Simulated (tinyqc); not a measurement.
A chain with a side-coupled site and dephasing by Buettiker voltage probes: effect of the dephasing strength.

Sites 1 to 2 form a chain with hopping -t, and site 3 hangs on site 2 by -ts. Lead L joins site 1 and lead R site 2, both semi-infinite chains with hopping -t and site energy 0. Every site carries a probe with self-energy -i Gamma_p/2 that draws no net current. Linear response at zero temperature: mu_L = 1, mu_R = 0 in units of the bias.

Sigma = t^2 g(E), g(x) = (x - i sqrt(4 t^2 - x^2))/(2 t^2) for |x| < 2 t and (x - sign(x) sqrt(x^2 - 4 t^2))/(2 t^2) otherwise; Gamma = -2 Im Sigma; G = (E - H - Sigma_L - Sigma_R + i Gamma_p/2)^(-1). With Gamma the broadening by one lead, T_RL = Gamma^2 |G_(2,1)|^2, T_pL = Gamma Gamma_p |G_(p,1)|^2, T_pR = Gamma Gamma_p |G_(p,2)|^2, T_pq = Gamma_p^2 |G_(p,q)|^2 for p != q. No current into probe p: W mu = T_pL with W_pp = T_pL + T_pR + sum_q T_pq and W_pq = -T_pq. Then T_eff = T_RL + sum_p T_pR mu_p, and the resistance is (h/2q^2)/T_eff. Without probes means Gamma_p = 0.

Inputs (values chosen for the exercise):
- t = 1 eV (hopping (matrix element -t))
- U = [0, 0, -0.47] eV (site energies 1 to N)
- E = -0.47 eV (Fermi energy)
- ts = 0.68 eV (hopping from site 2 to the side site 3)

Constants: q = 1.602176634e-19 C, h = 6.62607015e-34 J s. Results are converted to the units shown.

Results:
```
gp (eV)      T_RL  through probes    T_eff  resistance (kohm)
0.01     4.198e-4         0.02012  0.02054              628.3
0.018    0.001306         0.03500  0.03630              355.5
0.032    0.003851         0.05870  0.06255              206.3
0.056     0.01051         0.09337   0.1039              124.2
0.1       0.02740          0.1419   0.1693              76.25
0.18      0.06341          0.1977   0.2611              49.43
0.32       0.1192          0.2455   0.3648              35.38
1          0.1814          0.2922   0.4736              27.25
1.8        0.1248          0.2876   0.4124              31.30
```

Estimate the missing row, gp = 0.56 eV.

Computed row:
```
gp (eV)    T_RL  through probes   T_eff  resistance (kohm)
0.56     0.1723          0.2760  0.4483              28.79
```

With this row back in the table: Without probes the transmission is 0. T_eff goes from 0.0205 through a maximum of 0.474 (at gp = 1 eV among the rows listed) to 0.412; the direct part goes from 4.20e-4 through a maximum of 0.181 (at gp = 1 eV among the rows listed) to 0.125 and the part through probes goes from 0.0201 through a maximum of 0.292 (at gp = 1 eV among the rows listed) to 0.288. Weak dephasing raises T_eff here, and the direct part too: it spoils the destructive interference with the side site.

tinyqc, about 0.01 s, one thread, Intel Xeon 2.30GHz (shared host): `OMP_NUM_THREADS=1 python tinyqc.py 2700035 2700036 out.jsonl`
